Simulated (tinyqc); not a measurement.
Van der Pauw, Hall and four-point-probe measurements on a doped layer: one step of the calculation.

A uniform n-type layer with sheet resistance Rs = 1/(q ns mu), point contacts, low field (mu B small).

Task. Resistances and Hall voltage. Rs = 1/(q ns mu). For a rectangle with contacts at the corners, RA = (8 Rs/pi) sum_(k>=0) ln coth((2k + 1) pi a/(2 b)) with current along a short side b and voltage along the opposite one, RB the same with a and b exchanged; Hall voltage VH = rH B I/(q ns), negative for electrons.

Values chosen for this exercise:
- ns = 3.2e15 cm^-2 (sheet density of the layer)
- mu = 100 cm^2/(V s) (drift mobility)
- rH = 1 (Hall factor)
- B = 1 T (magnetic field)
- I = 1000 uA (current)
- ar = 1.57 (side ratio a/b of a rectangular sample with corner contacts)

Constants: q = 1.602176634e-19 C. Results are converted to the units shown.

Wanted: Rs; RA; RB; VH.

Result.

Rs = 19.50 ohm/square
RA = 0.7163 ohm
RB = 13.76 ohm
VH = -0.1950 mV

RB/RA = 19.2; for a square both equal Rs ln 2/pi = 4.30 ohm.

tinyqc, about 0.07 s, one thread, Intel Xeon 2.30GHz (shared host): `OMP_NUM_THREADS=1 python tinyqc.py 2850174 2850175 out.jsonl`
